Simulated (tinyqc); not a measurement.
Joint density of states against eps2: interband optics of a two-band s-p chain from momentum matrix elements.

H(k) = [[Es - 2 ts cos ka, 2i V sin ka], [-2i V sin ka, Ep_ + 2 tp cos ka]] in the basis s, p; the lower band is full, with two electrons a cell. The velocity operator times hbar is W = dH/dk (eV angstrom); intra-atomic dipoles are left out.

With w(k) = |<c|W|v>|^2 and D(k) = Ec - Ev, on the mesh k_j = (j + 1/2)/N (2 pi/a): eps(E) = 1 + (8 pi e2/(a Ar)) mean_j (w/D^2) [1/(D - E - i eta) + 1/(D + E + i eta)], e2 = e^2/(4 pi eps0); light polarised along the chains, no local fields.

Constants: e^2/(4 pi eps0) = 14.39964547 eV angstrom.

Values chosen for the exercise: a = 2.34 angstrom (period); Es = 3.33 eV (upper orbital (s)); Ep_ = -2.27 eV (lower orbital (p)); ts = 0.4 eV (s-s hopping); tp = 0.55 eV (p-p hopping); V = 0.5 eV (s-p hopping); Ar = 9.9 angstrom^2 (cross-section per chain); eta = 0.15 eV (Lorentzian half width).

Mesh of 2000 points. J(E) = mean of (eta/pi)/((E - D)^2 + eta^2). The fourth column is J times the constant (8 pi^2 e2/(a Ar)) mean(w/D^2). R = |(sqrt(eps) - 1)/(sqrt(eps) + 1)|^2.

Spectrum:

| E (eV) | J (1/eV) | eps2 | eps2 with constant element | eps1 | R |
|---|---|---|---|---|---|
| 3.10 | 0.023 | 0.267 | 0.110 | 2.596 | 0.056 |
| 3.55 | 0.114 | 1.739 | 0.550 | 3.924 | 0.132 |
| 4.01 | 0.239 | 2.570 | 1.149 | -0.233 | 0.246 |
| 4.46 | 0.184 | 0.797 | 0.886 | -0.090 | 0.203 |
| 4.92 | 0.168 | 0.248 | 0.808 | 0.412 | 0.051 |
| 5.37 | 0.166 | 0.121 | 0.799 | 0.798 | 0.004 |
| 5.83 | 0.174 | 0.178 | 0.835 | 1.081 | 0.002 |
| 6.28 | 0.192 | 0.351 | 0.922 | 1.268 | 0.009 |
| 6.74 | 0.230 | 0.663 | 1.108 | 1.366 | 0.024 |
| 7.19 | 0.327 | 1.293 | 1.573 | 1.212 | 0.063 |
| 7.65 | 0.162 | 0.711 | 0.778 | -0.326 | 0.302 |
| 8.10 | 0.031 | 0.124 | 0.147 | 0.275 | 0.096 |

Transitions span 3.700 to 7.500 eV. Among the energies listed J peaks at 7.19 eV and eps2 at 4.01 eV. The ratio of eps2 to the constant-element value is 2.24 at 4.01 eV and 0.82 at 7.19 eV: w/D^2 is 0.400 angstrom^2 at the zone centre and 0.097 at the edge.

Program tinyqc; command `OMP_NUM_THREADS=1 python tinyqc.py 1681907 1681908 out.jsonl`; about 0.01 s on one thread of a shared Intel(R) Xeon(R) Processor @ 2.30GHz.
